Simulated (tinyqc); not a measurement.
A coarse mesh hides or distorts the instability: Peierls distortion of a half-filled chain.

Atoms move by +/- u, so bonds change by -/+ 2u and hoppings are t +/- 2 al u. Bands E = -/+ sqrt((2 t cos x)^2 + D^2 sin^2 x) with D = 4 al u, x = k a in (0, pi/2); the gap is 2D. Energy per atom at zero temperature: E(u) = -mean_x sqrt(...) + 2 K u^2; exactly, the mean is (4t/pi) E(1 - z^2), z = D/2t, E the complete elliptic integral of the second kind with parameter m. Coupling lambda = 2 al^2/(pi t K).

Inputs chosen for the exercise: t = 1.63 eV (hopping of the even chain); al = 5.9 eV/angstrom (change of hopping with bond length); K = 50.4 eV/angstrom^2 (spring constant of a bond).

u0 from the gap equation K = 4 al^2 mean(sin^2 x/|E|) on the mesh x_j = (j + 1/2) pi/(2N); 0 where it has no root.

Results:
```
N     u0 (angstrom)  gap (eV)  smallest |E| at u = 0 (eV)
1            0.0000     0.000                       2.305
2            0.0093     0.439                       1.248
3            0.0305     1.442                       0.844
4            0.0332     1.567                       0.636
6            0.0341     1.608                       0.426
8            0.0342     1.613                       0.320
12           0.0342     1.613                       0.213
20           0.0342     1.613                       0.128
40           0.0342     1.613                       0.064
4000         0.0342     1.613                       0.001
```

For N = 1 no distortion is found: the mesh leaves its own gap at u = 0, which cuts off the logarithm. u0 is within 1 % of the last row from N = 6 on; the mesh must resolve D = 0.807 eV, and the coherence length xi/a = 2t/D is 4.0.

Run: tinyqc, `OMP_NUM_THREADS=1 python tinyqc.py 1680134 1680135 out.jsonl`; Intel(R) Xeon(R) Processor @ 2.30GHz, one thread, shared host; about 0.07 s of CPU time with all checks.
